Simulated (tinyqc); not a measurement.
Pair-potential crystal by lattice sums: one step, computed by the program tinyqc. Command: `OMP_NUM_THREADS=1 python tinyqc.py 3016556 3016557 out.jsonl pairsum walk`. One thread of a shared host (Intel(R) Xeon(R) Processor @ 2.30GHz), about 0.02 s of CPU time with the checks.

Energy per atom E = (1/2) sum over neighbours of phi(r); d is the nearest-neighbour distance.

Question. Energy and virial pressure. E = (1/2) sum count x phi; P = -(1/(6 Omega)) sum count x r phi', Omega = 0.707107 d^3.

Inputs (values chosen for the exercise, for model atoms): pair minimum r0 = 2.48 angstrom; trial neighbour distance d/r0 = 0.97.

Potential: Morse. Structure: hcp.

Shells:

| shell | count | r (angstrom) | phi (eV) | phi' (eV/angstrom) | phi'' (eV/angstrom^2) |
|---|---|---|---|---|---|
| 1 | 12 | 2.405600 | -0.02869437 | -0.02281142 | 0.3679663 |
| 2 | 6 | 3.402032 | -0.00816874 | 0.01614137 | -0.0263984 |
| 3 | 2 | 3.928328 | -0.00263171 | 0.00616859 | -0.0122167 |
| 4 | 18 | 4.166621 | -0.00146505 | 0.00379046 | -0.0079991 |
| 5 | 12 | 4.606373 | -0.00039835 | 0.00138753 | -0.0035048 |
| 6 | 6 | 4.811200 | -0.00017891 | 0.00079411 | -0.0023624 |

Constants: 1 eV/angstrom^3 = 160.2176634 GPa.

Give: energy at the trial distance; pressure at the trial distance.

Answer.

energy at the trial distance = -0.2154 eV/atom

pressure at the trial distance = -0.2803 GPa

The pressure is negative, so the lattice wants to contract.
